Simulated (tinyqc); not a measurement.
Phase-change memory cell, resistance drift and retention: one step of the calculation.

The amorphous state follows Ra = R0 (t/t0)^nu exp[(q Ec/kB)(1/T - 1/(300 K))], with nu taken as independent of T. An intermediate level follows the logarithmic mixing rule ln R = (1 - fa) ln Rc + fa ln Ra with constant Rc. The time to lose the data by crystallisation is tr = tx exp[(q Ex/kB)(1/T - 1/Tx)]; 1 year = 3.15576e7 s. These are empirical laws.

Question. Resistances at the read. Ra and the intermediate level as above; its effective drift exponent is fa nu.

Parameters, values chosen for the exercise; values of the order found in chalcogenide phase-change cells: resistance of the amorphous state at t0 and 300 K R0 = 2.3 Mohm; reference time t0 = 0.001 s; drift exponent nu = 0.124; activation energy of conduction Ec = 0.27 eV; operating temperature T = 358 K; time of the read t = 1e6 s; amorphous share of an intermediate level fa = 0.61; resistance of the crystalline state Rc = 29 kohm.

Constants: q = 1.602176634e-19 C, kB = 1.380649e-23 J/K. Results are converted to the units shown.

Give: drift factor; temperature factor; Ra; intermediate level; effective exponent.

Answer.

drift factor = 13.06
temperature factor = 0.1841
Ra = 5.532 Mohm
intermediate level = 0.7137 Mohm
effective exponent = 0.07564

Program tinyqc, `OMP_NUM_THREADS=1 python tinyqc.py 2880104 2880105 out.jsonl`; Intel Xeon 2.30GHz, shared host, one thread, about 0.01 s.
